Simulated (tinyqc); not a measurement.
From results back to parameters: free and nearly free electrons in a metal. Four cases, with inputs chosen for the exercise.

Problem. A free-electron metal with 4 atoms in the cubic cell and z electrons an atom has EF = c kF^2/m, (hbar omega_p)^2 = 8 pi c (e^2/(4 pi eps0)) n/m and kF = (3 pi^2 n)^(1/3), c = hbar^2/2m0.

Constants: hbar^2/2m0 = 3.80998211 eV angstrom^2; e^2/(4 pi eps0) = 14.39964547 eV angstrom.

Case 1.

Values chosen (out of a larger set: near those of Cu, whose d bands this model ignores; not measured data): a = 3.588 angstrom (fcc lattice constant).

EF = 7.13738 eV
hbar omega_p = 10.92719 eV

Case 2.

Values chosen (out of a larger set: near those of Al; not measured data): a = 4.01 angstrom (fcc lattice constant).

EF = 11.88600 eV
hbar omega_p = 16.01885 eV

Case 3.

Values chosen (out of a larger set: near those of Cu, whose d bands this model ignores; not measured data): a = 3.625 angstrom (fcc lattice constant).

EF = 6.99242 eV
hbar omega_p = 10.76032 eV

Case 4.

Values chosen (out of a larger set: near those of Co, whose d bands this model ignores; not measured data): a = 3.549 angstrom (fcc lattice constant).

EF = 11.58026 eV
hbar omega_p = 15.70881 eV

Find: kF; m; z.

Solution. (hbar omega_p)^2/EF = (8/(3 pi)) (e^2/(4 pi eps0)) kF gives kF; EF then gives m, and n = kF^3/(3 pi^2) gives z.

Case 1.

kF = 1.3687 1/angstrom
m = 1.00 m0
z = 1.00

Case 2.

kF = 1.7663 1/angstrom
m = 1.00 m0
z = 3.00

Case 3.

kF = 1.3547 1/angstrom
m = 1.00 m0
z = 1.00

Case 4.

kF = 1.7434 1/angstrom
m = 1.00 m0
z = 2.00

Computed by tinyqc, one run a case: `OMP_NUM_THREADS=1 python tinyqc.py N N+1 out.jsonl` with N = 1682259, 1682386, 1682393, 1682480; one thread of a shared Intel(R) Xeon(R) Processor @ 2.30GHz, about 0.01 s a run at most.
